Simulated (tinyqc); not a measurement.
# Worked calculation: thin-body transistor below threshold, two-dimensional Poisson equation on a small mesh

Program tinyqc, `OMP_NUM_THREADS=1 python tinyqc.py 2480163 2480164 out.jsonl`; Intel Xeon 2.30GHz, shared host, one thread, about 0.1 s. Printed values are rounded.

A thin body on a thick buried insulator of low permittivity, taken as carrying no normal field at the bottom of the body (row 0). Mobile charge is neglected (subthreshold), the body is fully depleted, and potentials are counted from the intrinsic level; rows run upward to the gate, columns from source to drain.

Values chosen for this exercise; semiconductor permittivity close to that of silicon: temperature T = 350 K; relative permittivity of the semiconductor eps_r = 11.6; relative permittivity of the insulator eox = 7.5; body thickness tb = 6 nm; insulator thickness tox = 3.2 nm; channel length L = 50 nm; acceptor density of the depleted body Na = 0 cm^-3; potential of the source Vbi = 0.47 V; gate offset Vfb = 0.09 V; gate voltage Vg = 0 V; drain voltage Vd = 0.5 V.

Constants: q = 1.602176634e-19 C, kB = 1.380649e-23 J/K, Vt = kB T/q, eps0 = 8.8541878128e-14 F/cm where lengths are in cm. Results are converted to the units shown.

## Coefficients of the five-point equations

Mesh: rows i = 0..2 in the semiconductor (step hs = tb/2, row 2 on the interface), then 2 step(s) ho = tox/2 up to the gate row 4; columns j = 0..6 (step hy = L/6). Box integration, divided by eps0: up_i = eps hy/h of the interval above row i, dn_i = that of the interval below (0 for row 0), lat_i = (sum of eps h/2 over the intervals above and below)/hy, s_i = -q Na w_i hy/eps0 with w_i the semiconductor height of the box (hs/2 for row 0 and the interface row, hs between, 0 in the insulator). Each free node obeys (up + dn + 2 lat) psi = up psi(above) + dn psi(below) + lat [psi(left) + psi(right)] + s.

```
row       up       dn    lat  s (V)
0    32.2222        0  2.088      0
1    32.2222  32.2222  4.176      0
2    39.0625  32.2222  2.808      0
3    39.0625  39.0625   1.44      0
```

## Iteration 1: over-relaxation sweep (omega = 1.5)

psi at the start (fixed values on the edges, free nodes at the gate value) (V):
```
             j=0        j=1        j=2        j=3        j=4        j=5        j=6
row 0   0.470000  -0.090000  -0.090000  -0.090000  -0.090000  -0.090000   0.970000
row 1   0.470000  -0.090000  -0.090000  -0.090000  -0.090000  -0.090000   0.970000
row 2   0.470000  -0.090000  -0.090000  -0.090000  -0.090000  -0.090000   0.970000
row 3   0.190000  -0.090000  -0.090000  -0.090000  -0.090000  -0.090000   0.440000
row 4  -0.090000  -0.090000  -0.090000  -0.090000  -0.090000  -0.090000  -0.090000
```

Free nodes: rows 0..3, columns 1..5, taken row by row from row 0, left to right. t = (up psi(above) + dn psi(below) + lat [psi(left) + psi(right)] + s)/(up + dn + 2 lat), with the newest neighbours; psi(new) = psi + 1.5 (t - psi).

psi after iteration 1 (V):
```
             j=0        j=1        j=2        j=3        j=4        j=5        j=6
row 0   0.470000  -0.041813  -0.085854  -0.089643  -0.089969   0.001214   0.970000
row 1   0.470000  -0.009819  -0.080348  -0.088933  -0.089888   0.061782   0.970000
row 2   0.470000  -0.008933  -0.079493  -0.088754  -0.089861   0.063463   0.970000
row 3   0.190000  -0.023895  -0.080637  -0.088849  -0.089869   0.035141   0.440000
row 4  -0.090000  -0.090000  -0.090000  -0.090000  -0.090000  -0.090000  -0.090000
```

## Iteration 2: over-relaxation sweep (omega = 1.5)

As before.

psi after iteration 2 (V):
```
             j=0        j=1        j=2        j=3        j=4        j=5        j=6
row 0   0.470000   0.040923  -0.067959  -0.086862  -0.081747   0.157866   0.970000
row 1   0.470000   0.059678  -0.060245  -0.085052  -0.070998   0.193419   0.970000
row 2   0.470000   0.045157  -0.061947  -0.085092  -0.069352   0.165941   0.970000
row 3   0.190000  -0.017573  -0.072428  -0.086554  -0.071702   0.047181   0.440000
row 4  -0.090000  -0.090000  -0.090000  -0.090000  -0.090000  -0.090000  -0.090000
```

## Course of the iteration: over-relaxation sweep (omega = 1.5)

Stop when the largest change of psi is below 1e-7 V, or after 400 iterations. Fixed values: gate row Vg - Vfb; column 0 at Vbi and the last column at Vbi + Vd in the semiconductor, each running linearly to Vg - Vfb across the insulator.

Course of the iteration:
```
iteration  psi at row 0, j = 3 (V)  largest |change| of one entry (V)
1                       -0.0896432                              0.153
2                       -0.0868617                              0.157
3                       -0.0804565                             0.0995
4                       -0.0683218                             0.0493
5                       -0.0533399                             0.0362
6                       -0.0394322                             0.0139
7                       -0.0321435                            7.29e-3
8                       -0.0312028                            3.16e-3
9                       -0.0325193                            2.07e-3
...                            ...                                ...
16                      -0.0344370                            2.53e-5
17                      -0.0344306                            2.85e-5
18                      -0.0344276                            1.33e-5
19                      -0.0344264                            1.65e-6
20                      -0.0344259                            2.07e-6
21                      -0.0344264                            1.44e-6
22                      -0.0344267                            5.99e-7
23                      -0.0344268                            1.91e-7
24                      -0.0344268                            6.05e-8
```

Converged in 24 iterations. The changes do not fall evenly; from iteration 19 to 24 they shrink by a factor of 1.9 a step on average.

## Barrier, swing and barrier lowering

converged psi (V):
```
             j=0        j=1        j=2        j=3        j=4        j=5        j=6
row 0   0.470000   0.108885  -0.016894  -0.034427   0.033171   0.282173   0.970000
row 1   0.470000   0.093635  -0.023908  -0.039943   0.021416   0.253737   0.970000
row 2   0.470000   0.044842  -0.044078  -0.055490  -0.012496   0.162583   0.970000
row 3   0.190000  -0.019577  -0.066287  -0.072225  -0.049965   0.041935   0.440000
row 4  -0.090000  -0.090000  -0.090000  -0.090000  -0.090000  -0.090000  -0.090000
```

d psi/dVg on row 0: j=0 0.000000, j=1 0.647495, j=2 0.878841, j=3 0.931391, j=4 0.878841, j=5 0.647495, j=6 0.000000
d psi/dVd on row 0: j=0 0.00000, j=1 0.00296, j=2 0.01051, j=3 0.03430, j=4 0.11064, j=5 0.34954, j=6 1.00000

The barrier is read along row 0, the path farthest from the gate. Take the node j of lowest psi: barrier Vbi - psi_j; swing Vt ln 10/(d psi_j/dVg); DIBL = (d psi_j/dVd)/(d psi_j/dVg). The derivatives solve the same equations with s = 0 and a unit change of that voltage.

j = 3
barrier = 0.504427 V
swing = 74.5632 mV/decade
DIBL = 36.8314 mV/V

A mesh of 12, 8 and 80 steps (semiconductor, insulator, channel) gives a barrier of 0.517 V, a swing of 73.7 mV a decade and a DIBL of 21.3 mV/V; the small mesh puts the barrier 2.5 % below that.
